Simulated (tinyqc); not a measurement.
Closing and inverting the gap: three-level Kane dispersion of a narrow-gap semiconductor.

Zero of energy at Gamma8, c = hbar^2/2m0, P^2 = Ep c. The free-electron term and remote bands are left out, so the heavy holes are flat at E = 0 and the other three bands obey E (E - Eg)(E + Dso) = P^2 k^2 (E + 2 Dso/3). The conduction band is the highest root; its edge is Ec = max(Eg, 0).

Constants: hbar^2/2m0 = 3.80998211 eV angstrom^2.

Inputs chosen for the exercise (out of a larger set: near those of InAs; not measured data):
- Dso = 0.4 eV (spin-orbit splitting)
- Ep = 20.6 eV (Kane energy)
- k = 0.029 1/angstrom (wave vector)

Eg is varied at fixed k, Dso and Ep. Edge mass: Eg (Eg + Dso)/(Ep (Eg + 2 Dso/3)) for Eg > 0, 3 |Eg|/(2 Ep) for Eg < 0. The Gamma6 weight of the conduction state is 1/(1 + P^2 k^2 [(2/3)/E^2 + (1/3)/(E + Dso)^2]).

Results:
```
Eg (eV)      m0*  highest root (eV)  middle (eV)  lowest (eV)  E - Ec (meV)  Gamma6 weight
-0.400   0.02913             0.0972      -0.3069      -0.5902          97.2          0.174
-0.200   0.01456             0.1446      -0.2422      -0.5024         144.6          0.315
-0.020   0.00146             0.2177      -0.1745      -0.4632         217.7          0.504
0.020    0.00142             0.2388      -0.1611      -0.4577         218.8          0.548
0.080    0.00538             0.2735      -0.1427      -0.4508         193.5          0.611
0.200    0.01248             0.3536      -0.1129      -0.4407         153.6          0.719
0.400    0.02330             0.5104      -0.0802      -0.4302         110.4          0.836
```

Give the missing row, Eg (eV) = -0.080.

Computed row:
```
Eg (eV)      m0*  highest root (eV)  middle (eV)  lowest (eV)  E - Ec (meV)  Gamma6 weight
-0.080   0.00583             0.1895      -0.1962      -0.4733         189.5          0.437
```

The edge mass vanishes with |Eg| from both sides, yet the kinetic energy at this k stays finite, at most 218.8 meV in the table; at Eg = 0 the two-level form, without the split-off band, gives the linear value sqrt(2/3) P k = 209.8 meV. The Gamma6 weight of the conduction state goes smoothly from 0.17 to 0.84 and is 0.50 and 0.55 in the two rows next to Eg = 0: at finite k nothing jumps at the inversion.

Program tinyqc; command `OMP_NUM_THREADS=1 python tinyqc.py 1081485 1081486 out.jsonl`; about 0.01 s on one thread of a shared Intel(R) Xeon(R) Processor @ 2.30GHz.
